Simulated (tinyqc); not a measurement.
# Atomic layer deposition: Langmuir saturation, growth per cycle and coating of deep features, step by step

A worked calculation. Computed by tinyqc, a small Python program that keeps every step. Command: `OMP_NUM_THREADS=1 python tinyqc.py 3017023 3017024 out.jsonl ald walk`. One thread of a shared host (Intel(R) Xeon(R) Processor @ 2.30GHz), about 0.02 s of CPU time with the checks. Intermediate numbers are printed to about 6 digits and carried at full precision; extremes and crossings named in words are read from the listed rows.

Precursor A sticks only on free sites, so a long enough pulse saturates; co-reactant B then frees the sites again.

Inputs (values chosen for the exercise, modelled on hafnium oxide from an amide and water): precursor mass M = 411 u; site density q = 3 1/nm^2; growth per cycle at saturation G = 0.97 angstrom; sticking probability beta on free sites = 0.0037; precursor pressure p = 1.9 Pa; temperature T = 175 C; pulse time t = 0.6 s; co-reactant completion per pulse c_B = 0.99; desorption energy E_d = 1.55 eV; purge time t_p = 17 s; aspect ratio a = 27.

Feature: long trench.

Constants: u = 1.6605390666e-27 kg; k_B = 1.380649e-23 J/K; k_B = 8.617333262e-05 eV/K.

## Flux and saturation time

Wall flux F = p/sqrt(2 pi M k_B T); rate of filling k_a = beta F/q; desorption k_d = 1e13 exp(-E_d/(k_B T)) per second. 1/m^2 = 1e-18/nm^2. Temperatures in kelvin are T(C) + 273.15.

flux F = 11664.5 1/(nm^2 s)

k_a = 14.3862 1/s

k_d = 3.70769e-05 1/s

time to 99 % without desorption, ln(100)/k_a = 0.320111 s

## The first four cycles

One cycle from coverage th0: pulse A gives th1 = th_s + (th0 - th_s) exp(-(k_a + k_d) t), th_s = k_a/(k_a + k_d); the purge leaves th2 = th1 exp(-k_d t_p); pulse B converts c_B th2 into film and leaves th3 = (1 - c_B) th2. Growth = G c_B th2. Start from th0 = 0.

Cycles:
```
cycle         th0       th1       th2         th3  growth (angstrom)
1      0.00000000  0.999819  0.999189  0.00999189           0.959521
2      0.00999189  0.999821  0.999191  0.00999191           0.959523
3      0.00999191  0.999821  0.999191  0.00999191           0.959523
4      0.00999191  0.999821  0.999191  0.00999191           0.959523
```

## Steady growth per cycle

The periodic state has th0 = th3: th0 = (1 - c_B) e_p th_s (1 - e_a)/(1 - (1 - c_B) e_p e_a), with e_a = exp(-(k_a + k_d) t), e_p = exp(-k_d t_p). Share of impinging molecules used = q (th1 - th0)/(F t).

coverage after pulse A = 0.999821

growth per cycle = 0.959523 angstrom

share of impinging molecules used = 4.24292e-04

The pulse is 8.63 filling times long: saturated.

## Exposure for a deep feature

Diffusion-limited filling (Gordon) of a long trench of width w, hydraulic diameter 2w, so that a is replaced by a/2 in the hole formula: t = (q/F)(1 + 19a/8 + 3a^2/8). Reaction-limited filling needs ln(100)/k_a at any depth, k_a = beta F/q. Flow is molecular. The front picture holds when the modulus (a/2) sqrt(beta) is well above 1. Depth reached by the given pulse: solve the same formula for a. Exposure = p x diffusion-limited time; 1 langmuir = 1.33322e-4 Pa s.

diffusion-limited time = 0.0870593 s

exposure = 1240.70 langmuir

modulus = 0.821173

aspect ratio reached by the front in time t = 75.7536

Diffusion needs 0.0871 s and reaction 0.320 s: the surface reaction limits, though depth still lags the mouth. Caution: the modulus is not well above 1 or the Gordon time is under three times ln(100)/k_a, so there is no sharp front: the Gordon time is only a lower bound and the reaction time must be met as well.

## Coverage along the feature as the dose grows

Continuum model with steady gas transport: d2n/dz2 = 3 beta (1 - th) n/d_h^2 (d_h the hydraulic diameter, n = 1 at the mouth, no flux at the floor, 60 cells), d th/dt = beta F n (1 - th)/q; no desorption. Times are multiples of the larger of the Gordon time and ln(100)/k_a.

Coverage:
```
multiple     t (s)  top cell  quarter depth  half depth  three quarters  floor cell
0.05      0.016006     0.204          0.159       0.127           0.109       0.103
0.10      0.032011     0.366          0.296       0.244           0.213       0.203
0.20      0.064022     0.599          0.515       0.446           0.402       0.388
0.40      0.128044     0.840          0.781       0.727           0.689       0.675
0.60      0.192066     0.936          0.907       0.878           0.856       0.848
0.80      0.256089     0.974          0.962       0.949           0.939       0.935
1.00      0.320111     0.990          0.985       0.979           0.975       0.973
1.30      0.416144     0.997          0.996       0.995           0.994       0.993
```

At a multiple of 0.2 the coverage is 0.60 at the top and 0.39 at the floor. The coverage falls gradually with depth, without a sharp front. In the last row the floor reaches 0.993.

Checks made by the program: periodic state against 400 explicit cycles (relative difference below 1e-10).
